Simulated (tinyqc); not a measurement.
Inside a calculation. Model: X-ray reflectivity of a thin film on silicon: critical angles, Parratt recursion, fringes and roughness. Computed by tinyqc, a small Python program that keeps every step. Command: `OMP_NUM_THREADS=1 python tinyqc.py 3120541 3120542 out.jsonl xrr walk`. One thread of a shared host (Intel(R) Xeon(R) Processor @ 2.30GHz), about 0.01 s of CPU time with the checks. Intermediate numbers are printed to about 5 digits and carried at full precision; extremes and crossings named in words are read from the listed rows.

n = 1 - delta + i beta; the classical electron radius is r_e = 2.8179403e-6 nm. Layer 0 is vacuum, 1 the film, 2 the substrate.

Inputs (values chosen for the exercise, modelled on Si3N4 on silicon, copper K-alpha radiation):

| quantity | value | unit |
|---|---|---|
| wavelength lambda | 0.15406 | nm |
| film density rho | 2.97 | g/cm^3 |
| effective electrons per unit mass, film | 0.501 | mol/g |
| beta/delta, film | 0.017 | - |
| film thickness d | 37.4 | nm |
| roughness of the surface sigma_1 | 0.81 | nm |
| roughness of the interface sigma_2 | 0.6 | nm |
| substrate density | 2.33 | g/cm^3 |
| effective electrons per unit mass, substrate | 0.507 | mol/g |
| beta/delta, substrate | 0.023 | - |
| grazing angle theta | 2.09 | degrees |

Constants: N_A = 6.02214076e+23 1/mol.

## Optical constants

delta = r_e lambda^2 rho_e/(2 pi), rho_e = density x electrons per mass x N_A; critical angle sqrt(2 delta), q_c = 4 sqrt(pi r_e rho_e).

Constants:

| layer | rho_e (1/nm^3) | delta | beta | critical angle (degrees) | q_c (1/nm) |
|---|---|---|---|---|---|
| film | 896.08 | 9.5384e-06 | 1.6215e-07 | 0.25025 | 0.35627 |
| substrate | 711.40 | 7.5726e-06 | 1.7417e-07 | 0.22298 | 0.31744 |

The film is denser in electrons than the substrate, and thick enough to set the edge of total reflection.

## Critical angle of the film

The formulas are those given above.

critical angle of the film = 0.25025 degrees

## Reflectivity at one angle

k_j = (2 pi/lambda) sqrt(sin^2 theta - 2 delta_j + 2 i beta_j); r_ij = (k_i - k_j)/(k_i + k_j) x exp(-2 k_i k_j sigma^2) (Nevot-Croce); r = (r_01 + r_12 p)/(1 + r_01 r_12 p), p = exp(2 i k_1 d); R = |r|^2.

k_0, k_1, k_2 (1/nm): 1.4874  1.4767+0.0002i  1.4789+0.0002i

1000 r_01 = 0.20234-0.00354i

1000 r_12 = -0.15539-0.00085i

p = -0.86646-0.47147i

reflectivity R = 1.1825e-07

q = 4 pi sin(theta)/lambda = 2.9747 1/nm

## Fringe period, contrast and decay

Far above the critical angle the period is d theta = lambda/(2 d), or 2 pi/d in q; the envelope runs between (|r_01| - |r_12 p|)^2 and (|r_01| + |r_12 p|)^2; contrast = 2 a b/(a^2 + b^2) with a = |r_01|, b = |r_12 p|; roughness factors on the amplitudes are about exp(-q^2 sigma^2/2).

period in theta = 0.11801 degrees

period in q = 0.16800 1/nm

contrast = 0.96262

roughness factor, surface = 0.054863

roughness factor, interface = 0.20335

## Thickness from the minima

Minima of R theta^4 are located on 6001 points over 7.5 periods, from 1.15 times the larger critical angle. With refraction, sin^2(theta_m) = 2 delta + m^2 (lambda/(2 d))^2, m integer or half-integer; the first six minima are used, and the first order is the one that minimises the largest residual of the least-squares line plus the distance of its intercept from 2 delta. Without refraction, d = lambda/(2 x mean step of sin theta).

Minima:

| order m | theta (degrees) | sin^2 theta |
|---|---|---|
| 2 | 0.34488 | 3.6230e-05 |
| 3 | 0.43412 | 5.7407e-05 |
| 4 | 0.53472 | 8.7095e-05 |
| 5 | 0.64137 | 1.2530e-04 |
| 6 | 0.75156 | 1.7205e-04 |
| 7 | 0.86381 | 2.2728e-04 |

d with refraction = 37.383 nm

d without refraction = 42.527 nm

Against d = 37.4 nm the errors are -0.05 % with and +13.71 % without refraction. The orders are integers, as r_01 and r_12 have opposite signs for a film denser than the substrate.

## Which roughness does what

R is averaged over one period above each angle (64 points); contrast = (max - min)/(max + min) of R theta^4 over that period. Cases: smooth; only sigma_1; only sigma_2; both.

Mean R and contrast:

| theta (degrees) | R smooth | contrast | R, sigma_1 | contrast, sigma_1 | R, sigma_2 | contrast, sigma_2 | R, both | contrast, both |
|---|---|---|---|---|---|---|---|---|
| 0.8 | 5.3916e-04 | 0.40121 | 2.3196e-04 | 6.3098e-01 | 5.2835e-04 | 0.32320 | 2.2189e-04 | 0.53151 |
| 1.2 | 1.0528e-04 | 0.39099 | 1.6775e-05 | 8.8058e-01 | 1.0297e-04 | 0.23500 | 1.4174e-05 | 0.64451 |
| 1.8 | 2.2048e-05 | 0.39275 | 1.1415e-06 | 7.6688e-01 | 2.1182e-05 | 0.11560 | 3.1583e-07 | 0.91085 |
| 2.5 | 6.0608e-06 | 0.39286 | 2.4462e-07 | 1.3504e-01 | 5.8060e-06 | 0.03830 | 3.3281e-09 | 0.92918 |
| 3.5 | 1.6032e-06 | 0.39284 | 6.4726e-08 | 2.4636e-03 | 1.5427e-06 | 0.00434 | 6.8209e-12 | 0.34877 |

At 2.5 degrees sigma_1 alone multiplies the mean R by 0.040 and sigma_2 alone by 0.96; the contrast goes from 0.39 (smooth) to 0.14 and 0.04.

Checks made by the program: smooth bare substrate far above q_c against (q_c/2q)^4 (relative difference 1e-03).
